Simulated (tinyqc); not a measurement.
Length of a molecular wire: coherent transport through a tight-binding bridge. Computed by the program tinyqc. T = Gamma_L Gamma_R |G_1n|^2 with the self-energies of semi-infinite chains.

A uniform bridge between two chains:
```
parameter                       value
site energy (eV)             1.180000
hopping in the bridge (eV)   1.370000
lead hopping (eV)            2.900000
couplings (eV)              0.7, 0.75
E (eV)                      -0.070000
```

Transmission against length:
```
sites           T    ln T
2      7.4681e-01  -0.292
3      5.9700e-02  -2.818
4      9.7461e-02  -2.328
5      4.1217e-01  -0.886
6      5.5362e-02  -2.894
7      1.3087e-01  -2.034
8      2.3970e-01  -1.428
9      5.3637e-02  -2.926
10     1.9168e-01  -1.652
```

What does the comparison show, and why?

E lies inside the band of the bridge (|E - e|/2h = 0.456 < 1): T does not decay but oscillates with length, between 0.054 and 0.747 here, as levels of the bridge pass E.
